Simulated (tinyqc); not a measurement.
Worked calculation: empirical pseudopotential in a few plane waves. One step of it, computed by the program tinyqc.

Problem. Bloch Hamiltonian at G. Basis: the 15 shortest G (labels in 2 pi/a), the same at every k. H(G,G') = c |k + G|^2 delta + VS(|G-G'|^2) cos((G-G').tau) + i VA sin((G-G').tau), tau = a/8 (1,1,1); 1 Ry = 13.605693 eV.

Parameters chosen for this model: fcc lattice, atoms at +/- a/8 (1,1,1); form factors in rydberg at |G|^2 in units of (2 pi/a)^2:
```
parameter                 value      unit
a                      5.850000  angstrom
VS(3)                 -0.193000        Ry
VS(8)                 -0.004000        Ry
VS(11)                 0.067000        Ry
VA(3)                  0.098000        Ry
VA(4)                  0.080000        Ry
VA(11)                 0.013000        Ry
hbar^2/2m (2 pi/a)^2   4.395122        eV
```

k point G (2 pi / a): [0, 0, 0]

Give: H(k) at G.

Solution.

H(k) at G (eV), order +0+0+0, -1-1-1, -1-1+1, -1+1-1, -1+1+1, +1-1-1, +1-1+1, +1+1-1, +1+1+1, -2+0+0, +0-2+0, +0+0-2, +0+0+2, +0+2+0, +2+0+0:
```
[[0.0000, 1.8568+0.9428i, -1.8568+0.9428i, -1.8568+0.9428i, -1.8568-0.9428i, -1.8568+0.9428i, -1.8568-0.9428i, -1.8568-0.9428i, 1.8568-0.9428i, 0.0000+1.0885i, 0.0000+1.0885i, 0.0000+1.0885i, 0.0000-1.0885i, 0.0000-1.0885i, 0.0000-1.0885i],
 [1.8568-0.9428i, 13.1854, 0.0000-1.0885i, 0.0000-1.0885i, 0.0544, 0.0000-1.0885i, 0.0544, 0.0544, 0.0000, -1.8568-0.9428i, -1.8568-0.9428i, -1.8568-0.9428i, -0.6446+0.1251i, -0.6446+0.1251i, -0.6446+0.1251i],
 [-1.8568-0.9428i, 0.0000+1.0885i, 13.1854, -0.0544, 0.0000-1.0885i, -0.0544, 0.0000-1.0885i, 0.0000, 0.0544, -1.8568+0.9428i, -1.8568+0.9428i, 0.6446+0.1251i, 1.8568-0.9428i, -0.6446-0.1251i, -0.6446-0.1251i],
 [-1.8568-0.9428i, 0.0000+1.0885i, -0.0544, 13.1854, 0.0000-1.0885i, -0.0544, 0.0000, 0.0000-1.0885i, 0.0544, -1.8568+0.9428i, 0.6446+0.1251i, -1.8568+0.9428i, -0.6446-0.1251i, 1.8568-0.9428i, -0.6446-0.1251i],
 [-1.8568+0.9428i, 0.0544, 0.0000+1.0885i, 0.0000+1.0885i, 13.1854, 0.0000, -0.0544, -0.0544, 0.0000-1.0885i, 1.8568+0.9428i, -0.6446+0.1251i, -0.6446+0.1251i, -1.8568-0.9428i, -1.8568-0.9428i, 0.6446-0.1251i],
 [-1.8568-0.9428i, 0.0000+1.0885i, -0.0544, -0.0544, 0.0000, 13.1854, 0.0000-1.0885i, 0.0000-1.0885i, 0.0544, 0.6446+0.1251i, -1.8568+0.9428i, -1.8568+0.9428i, -0.6446-0.1251i, -0.6446-0.1251i, 1.8568-0.9428i],
 [-1.8568+0.9428i, 0.0544, 0.0000+1.0885i, 0.0000, -0.0544, 0.0000+1.0885i, 13.1854, -0.0544, 0.0000-1.0885i, -0.6446+0.1251i, 1.8568+0.9428i, -0.6446+0.1251i, -1.8568-0.9428i, 0.6446-0.1251i, -1.8568-0.9428i],
 [-1.8568+0.9428i, 0.0544, 0.0000, 0.0000+1.0885i, -0.0544, 0.0000+1.0885i, -0.0544, 13.1854, 0.0000-1.0885i, -0.6446+0.1251i, -0.6446+0.1251i, 1.8568+0.9428i, 0.6446-0.1251i, -1.8568-0.9428i, -1.8568-0.9428i],
 [1.8568+0.9428i, 0.0000, 0.0544, 0.0544, 0.0000+1.0885i, 0.0544, 0.0000+1.0885i, 0.0000+1.0885i, 13.1854, -0.6446-0.1251i, -0.6446-0.1251i, -0.6446-0.1251i, -1.8568+0.9428i, -1.8568+0.9428i, -1.8568+0.9428i],
 [0.0000-1.0885i, -1.8568+0.9428i, -1.8568-0.9428i, -1.8568-0.9428i, 1.8568-0.9428i, 0.6446-0.1251i, -0.6446-0.1251i, -0.6446-0.1251i, -0.6446+0.1251i, 17.5805, -0.0544, -0.0544, 0.0544, 0.0544, 0.0000],
 [0.0000-1.0885i, -1.8568+0.9428i, -1.8568-0.9428i, 0.6446-0.1251i, -0.6446-0.1251i, -1.8568-0.9428i, 1.8568-0.9428i, -0.6446-0.1251i, -0.6446+0.1251i, -0.0544, 17.5805, -0.0544, 0.0544, 0.0000, 0.0544],
 [0.0000-1.0885i, -1.8568+0.9428i, 0.6446-0.1251i, -1.8568-0.9428i, -0.6446-0.1251i, -1.8568-0.9428i, -0.6446-0.1251i, 1.8568-0.9428i, -0.6446+0.1251i, -0.0544, -0.0544, 17.5805, 0.0000, 0.0544, 0.0544],
 [0.0000+1.0885i, -0.6446-0.1251i, 1.8568+0.9428i, -0.6446+0.1251i, -1.8568+0.9428i, -0.6446+0.1251i, -1.8568+0.9428i, 0.6446+0.1251i, -1.8568-0.9428i, 0.0544, 0.0544, 0.0000, 17.5805, -0.0544, -0.0544],
 [0.0000+1.0885i, -0.6446-0.1251i, -0.6446+0.1251i, 1.8568+0.9428i, -1.8568+0.9428i, -0.6446+0.1251i, 0.6446+0.1251i, -1.8568+0.9428i, -1.8568-0.9428i, 0.0544, 0.0000, 0.0544, -0.0544, 17.5805, -0.0544],
 [0.0000+1.0885i, -0.6446-0.1251i, -0.6446+0.1251i, -0.6446+0.1251i, 0.6446+0.1251i, 1.8568+0.9428i, -1.8568+0.9428i, -1.8568+0.9428i, -1.8568-0.9428i, 0.0000, 0.0544, 0.0544, -0.0544, -0.0544, 17.5805]]
```
